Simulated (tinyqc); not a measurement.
Shallow acceptor in the spherical four-band model: sweeps and comparisons. A value that a table varies takes the place of the one given here.

The ground state 1S3/2 has an L = 0 part f(r) and an L = 2 part g(r). In units of Ry* and a*, with Gaussians f_i = exp(-a_i r^2), g_i = r^2 exp(-a_i r^2), A = a_i + a_j and I(n) = Gamma((n + 1)/2)/(2 A^((n + 1)/2)): S_ff = I(2), S_gg = I(6), H_ff = (6 a_i a_j/A) I(2) - 2 I(1), H_gg = (14 a_i a_j/A) I(6) - 2 I(5), H_fg = -mu [15 I(2) - 20 a_j I(4) + 4 a_j^2 I(6)]; each function is then normalised. The split-off band is left out.

Converged values use 22 exponents 2.2^i, i = -7 to 14, for f and for g.

Units Ry* = Ry/(g1 eps^2) and a* = a0 eps g1; mu = (6 g3 + 4 g2)/(5 g1) is the spherical heavy-light coupling and delta = (g3 - g2)/g1 the cubic term, which is left out.

Constants: Ry = 13.60569312 eV; a0 (Bohr radius) = 0.5291772105 angstrom.

Inputs chosen for the exercise (near those of a shallow acceptor in Ge; shifted at random, so the results belong to these values and not to a real crystal):
```
symbol  value                                       unit      meaning
mus     (0.15, 0.36, 0.46, 0.59, 0.75, 0.84, 0.88)            couplings
rc      2                                           angstrom  radius of the central cell
Vs      (3, 1, 0, -1, -2, -3, -4)                   eV        central-cell strengths
g1      13.4                                                  Luttinger gamma1
g2      4.24                                                  gamma2
g3      5.7                                                   gamma3
eps     16.1                                                  dielectric constant
```

## Strength of the heavy-light coupling

Ry* = 3.9171 meV

Converged values in Ry* and a*; the heavy-mass hydrogen model gives 1/(1 - mu).

Results:
```
mu    binding (Ry*)  1/(1 - mu)  ratio  L = 2 weight  <r> (a*)  binding (meV)
0.15          1.021       1.176  0.868         0.010     1.474            4.0
0.36          1.134       1.562  0.725         0.056     1.349            4.4
0.46          1.241       1.852  0.670         0.092     1.249            4.9
0.59          1.478       2.439  0.606         0.155     1.072            5.8
0.75          2.145       4.000  0.536         0.259     0.766            8.4
0.84          3.126       6.250  0.500         0.332     0.541           12.2
0.88          4.038       8.333  0.485         0.369     0.425           15.8
```

What can be read from the table?

The binding starts as 1 + O(mu^2), 1.021 at mu = 0.15, since the coupling enters in second order, and reaches 4.04 at mu = 0.88. The ratio to the heavy-mass model falls from 0.87 to 0.48, towards about 0.44 as mu goes to 1: the bound hole is only partly heavy. The L = 2 weight grows to 0.37 and the radius shrinks by a factor 3.5.

## Central-cell correction

mu = 0.76358
a* = 114.165 angstrom

A short-range term V exp(-r^2/rc^2) is added (negative: attracts the hole); its elements are V S (A/(A + 1/rc^2))^(3/2) for f and ^(7/2) for g, in the same units.

Results:
```
V (eV)  1S binding (meV)  2S binding (meV)  <r> (angstrom)  L = 2 weight
3.0                  8.5              2.57            86.6         0.268
1.0                  8.7              2.60            85.0         0.269
0.0                  8.8              2.61            83.9         0.269
-1.0                 8.9              2.63            82.7         0.270
-2.0                 9.1              2.65            81.3         0.271
-3.0                 9.3              2.67            79.6         0.271
-4.0                 9.5              2.71            77.6         0.272
```

What can be read from the table?

From V = 0 to -4 eV the 1S binding grows by 0.7 meV (8 %) and the 2S binding by 0.09 meV, so the chemical shift sits mainly in the ground state. A repulsion of 3 eV removes 0.3 meV. The slope is 0.25 meV per eV over the last step against 0.09 on the repulsive side, since attraction pulls the state into the cell; over this range the level stays shallow.

## What each parameter does

Converged values. Each row changes one parameter from the base and keeps the others.

Results:
```
case           mu  Ry* (meV)  binding (meV)  <r> (angstrom)
base        0.764       3.92           8.79            83.9
g1 = 14.47  0.707       3.63           6.86           105.9
g2 = 3.6    0.725       3.92           7.79            93.7
g3 = 5.24   0.722       3.92           7.73            94.4
eps = 17.4  0.764       3.35           7.53            90.7
```

What does this show?

The largest shifts from the base row, up to three for each result and ties (the steps differ in size, so this ranks the rows, not the parameters). mu: g1 -0.056, g3 -0.041, g2 -0.038; unchanged at the printed digits by eps. Ry* (meV): eps -0.56, g1 -0.29; unchanged at the printed digits by g2 and g3. binding (meV): g1 -1.93, eps -1.26, g3 -1.07. <r> (angstrom): g1 +22.0, g3 +10.5, g2 +9.8. g1 acts twice: it lowers Ry* and it lowers mu.

Computed by tinyqc, a small Python program: `OMP_NUM_THREADS=1 python tinyqc.py 1250102 1250103 out.jsonl` (the numbers bound the seed that draws the inputs); one thread of a shared host (Intel(R) Xeon(R) Processor @ 2.30GHz), about 0.04 s for the whole set of steps.
